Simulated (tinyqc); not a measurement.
# Donor binding, ionisation and the Mott limit: Freeze-out

Hydrogenic donor: Ry = (m0 q^3/(8 eps0^2 h^2)) me/eps_r^2 in eV, E0 = cc Ry, radius a = q/(8 pi eps0 eps_r E0), Mott density Nm = (0.26/a)^3. Below Nm the level sinks as Ed = E0 [1 - (N/Nm)^(1/3)]. Neutrality: Nc F12(eta) = N/(1 + 2 exp(eta + Ed/kB T)), F12(x) = (2/sqrt(pi)) int_0^infinity sqrt(u)/(1 + exp(u - x)) du.

Nc is given at 300 K and scales as T^1.5.

Inputs (values chosen for the exercise); band and dielectric values close to those of silicon: relative permittivity eps_r = 11.7; mass in the hydrogenic formula, set independently of Nc me = 0.262 m0; conduction-band density of states at 300 K Nc = 2.84e19 cm^-3; ratio of the true binding energy to the hydrogenic one cc = 1; donor density N = 2.9e16 cm^-3.

Constants: q = 1.602176634e-19 C, kB = 1.380649e-23 J/K, eps0 = 8.8541878128e-12 F/m, h = 6.62607015e-34 J s, m0 = 9.1093837015e-31 kg, Vt = kB T/q. Results are converted to the units shown.

Results:
```
T (K),eta,n (cm^-3),ionised (%),ln(n/T^0.75)
30,-5.7447,2.8704e15,9.8979,33.042
45,-5.0207,1.0863e16,37.460,34.069
80,-5.0760,2.4368e16,84.028,34.446
110,-5.4413,2.7287e16,94.093,34.320
150,-5.8700,2.8317e16,97.645,34.124
220,-6.4297,2.8750e16,99.139,33.852
300,-6.8907,2.8879e16,99.581,33.624
400,-7.3204,2.8934e16,99.772,33.410
```

Estimate the missing row, T = 60 K.

Computed row:
```
T (K),eta,n (cm^-3),ionised (%),ln(n/T^0.75)
60,-4.9117,1.8647e16,64.301,34.394
```

With this row back in the table: The ionised share rises from 9.90 to 99.8 %. Between the first two rows ln(n/T^0.75) has the slope -7.96 meV against q/kB T; deep freeze-out without compensation gives -Ed/2 = -9.38 meV, a limit that these rows do not reach, since a large share is already ionised.

Range of the model: A sharp level with degeneracy 2 overstates freeze-out near Nm, where the impurity band broadens and merges with the conduction band.

tinyqc, about 0.01 s, one thread, Intel Xeon 2.30GHz (shared host): `OMP_NUM_THREADS=1 python tinyqc.py 2330148 2330149 out.jsonl`
